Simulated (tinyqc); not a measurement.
## Via and link resistance from two via chains

Inverse problem. A chain of 1000 vias joined by 1000 metal links has R = 1000 (Rv + Rlink), with Rlink proportional to the link length. Find Rv, Rlink for length L, and the value of Rv that the short chain would give if the links were ignored.

resistance of chains of 1000 links with link lengths L and 3 L (ohm): [26700, 64700]

Solution. R per link is a straight line in the link length; its intercept at zero length is Rv.

Rv = 7.700 ohm
Rlink = 19.00 ohm
Rv without correction = 26.70 ohm

Program tinyqc, `OMP_NUM_THREADS=1 python tinyqc.py 2750085 2750086 out.jsonl`; Intel Xeon 2.30GHz, shared host, one thread, about 0.01 s.
